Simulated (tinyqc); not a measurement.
Coherent transport through a tight-binding region between two chains, step by step. One step of it, computed by the program tinyqc.

Problem. Transmission at E = -0.59 eV. Surface Green function g = (E - i sqrt(4 t^2 - E^2)) / (2 t^2); self-energy tc^2 g on each contact site; G = (E - H - Sigma)^(-1); Gamma = -2 Im Sigma; T = Gamma_L Gamma_R |G_LR|^2; local density of states -Im G_ii / pi.

H of the central region (eV):
```
[[0.000000, -0.520000, 0.000000, 0.000000, 0.000000, -0.520000],
 [-0.520000, 0.630000, -0.520000, 0.000000, 0.000000, 0.000000],
 [0.000000, -0.520000, 0.630000, -0.520000, 0.000000, 0.000000],
 [0.000000, 0.000000, -0.520000, 0.630000, -0.520000, 0.000000],
 [0.000000, 0.000000, 0.000000, -0.520000, 0.630000, -0.520000],
 [-0.520000, 0.000000, 0.000000, 0.000000, -0.520000, 0.000000]]
```

Leads: semi-infinite chains with site energy 0:
```
parameter                           value
lead hopping t (eV)              1.490000
coupling to the left lead (eV)   0.590000
coupling to the right lead (eV)  0.490000
left contact site                       1
right contact site                      6
```

E = -0.590000 eV

Give: g; G; local density of states; transmission.

Solution.

g = -0.133-0.658i 1/eV

G (1/eV):
```
[[0.672-0.820i, 0.493-0.500i, 0.486-0.354i, 0.646-0.329i, 1.030-0.419i, 1.771-0.653i],
 [0.493-0.500i, -0.726-0.308i, -0.273-0.221i, 0.084-0.211i, 0.471-0.275i, 1.022-0.433i],
 [0.486-0.354i, -0.273-0.221i, -1.127-0.165i, -0.448-0.167i, 0.076-0.226i, 0.626-0.363i],
 [0.646-0.329i, 0.084-0.211i, -0.448-0.167i, -1.136-0.179i, -0.294-0.254i, 0.446-0.418i],
 [1.030-0.419i, 0.471-0.275i, 0.076-0.226i, -0.294-0.254i, -0.765-0.371i, 0.422-0.617i],
 [1.771-0.653i, 1.022-0.433i, 0.626-0.363i, 0.446-0.418i, 0.422-0.617i, 0.543-1.030i]]
```

local density of states (1/eV): [0.261, 0.098, 0.053, 0.057, 0.118, 0.328]

transmission = 0.516
